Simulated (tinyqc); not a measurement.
Inside a calculation: k.p values derived from sp3s* tight binding at Gamma. Values are carried at full precision from step to step, so a last printed digit may differ when a step is redone from the rounded ones.

At Gamma the states are two-level mixtures: s-like S+ (upper) and S- (lower) from [[Esa, Vss], [Vss, Esc]], p-like P- (valence) and P+ from [[Epa, Vxx], [Vxx, Epc]], and the bare s* levels. With real k in 1/angstrom and kz = 0, the phase sums over the four bonds are g0 = 1 - (a k/4)^2/2, g1 = i a kx/4, g3 = -(a/4)^2 kx ky to second order. Each mixture is written (anion, cation) with the anion part positive. c = hbar^2/2m0. No spin-orbit coupling.

Constants: hbar^2/2m0 = 3.80998211 eV angstrom^2.

Values chosen for the exercise (near a published set for InAs, fitted to gaps, whose masses and valley positions are rough; the results hold for these values, not for the real material): Esa = -9.578 eV (s level of the anion); Esc = -2.722 eV (s level of the cation); Epa = 0.919 eV (p level of the anion); Epc = 3.726 eV (p level of the cation); Vss = -5.653 eV (s-s); Vxx = 1.831 eV (px-px); a = 6.057 angstrom (lattice constant); Vsapc = 3.018 eV (s anion, p cation); Vscpa = 5.476 eV (s cation, p anion); Vxapc = 3.356 eV (s* anion, p cation); Vpaxc = 3.904 eV (p anion, s* cation); Exa = 7.391 eV (s* level of the anion); Exc = 6.746 eV (s* level of the cation); Vxy = 4.469 eV (px-py).

## States at Gamma

Solve the two blocks.

States:
```
state    E (eV)  anion part  cation part
S-     -12.7612     0.87135      0.49065
P-       0.0155     0.89676     -0.44252
S+       0.4612     0.49065     -0.87135
P+       4.6295     0.44252      0.89676
```

## Linear terms and the Kane energy

<s state|dH/dkx|x state> = i P with P = (a/4)(sa pc Vsapc + sc pa Vscpa), sa, sc and pa, pc being the parts of the two states; for s* on the anion P = (a/4) pc Vxapc, on the cation (a/4) pa Vpaxc. Ep = P^2/c for S+ to P-.

Couplings:
```
pair       P (eV angstrom)  E(first) - E(second) (eV)
S+ to P-           -7.4716                     0.4457
S+ to P+           -1.1865                    -4.1684
S- to P-            1.8863                   -12.7766
s*a to P-          -2.2488                     7.3755
s*c to P-           5.3013                     6.7305
```

Ep = 14.652 eV

The two terms of S+ to P- have the same sign and add: S+ and P- both change sign from anion to cation. An on-site momentum element between s and p, which real atoms have, is absent from this model.

## Electron mass

m0/m = [<S+|d2H/dkx^2|S+>/2 + sum P^2/(E(S+) - E(P))]/c over P- and P+, with the direct term -(a/4)^2 sa sc Vss.

parts of m0/m: direct -1.455, from P- 32.875, from P+ -0.089

mass = 0.0319 m0

The valence band supplies 105 % of m0/m; the direct term, which stands in for the free-electron 1, is -1.45. Sets of this kind were fitted to gaps and often give too heavy a mass, by up to a factor of two.

## Valence parameters L, M, N and the Luttinger values

Direct terms d0 = -(a/4)^2 pa pc Vxx, dN = -2 (a/4)^2 pa pc Vxy for P-. F = sum P^2/(E(P-) - E(s)) over S+, S-, s*a, s*c. The y state of P- couples to the z state of P+ through Q = (a/4) Vxy (pa p'c - pc p'a), primes for P+, and H1 = Q^2/(E(P-) - E(P+)). L = d0 + F, M = d0 + H1, N = dN + F + H1; g1 = -(L + 2M)/(3c), g2 = -(L - M)/(6c), g3 = -N/(6c).

d0, dN, F, Q, H1 (eV angstrom^2; Q in eV angstrom): [1.6661, 8.1328, -129.8355, 6.7672, -9.9251]

L, M, N (eV angstrom^2): [-128.169, -8.259, -131.628]

g1, g2, g3: [12.659, 5.245, 5.758]

Along [100] the masses without spin-orbit coupling are c/|L| = 0.030 (one band) and c/|M| = 0.461 (two bands).

## Checks

- Electron mass against a finite difference of the full bands: 0.03192 against 0.03193.
- L and M against finite differences along [100]: largest relative difference 2.7e-04.
- Lowest curvature along [111], (L + 2M + 2N)/3, against a finite difference: -135.98 against -135.94.

Computed by tinyqc, a small Python program: `OMP_NUM_THREADS=1 python tinyqc.py 1480349 1480350 out.jsonl` (the numbers bound the seed that draws the inputs); one thread of a shared host (Intel(R) Xeon(R) Processor @ 2.30GHz), about 0.01 s for the whole set of steps.
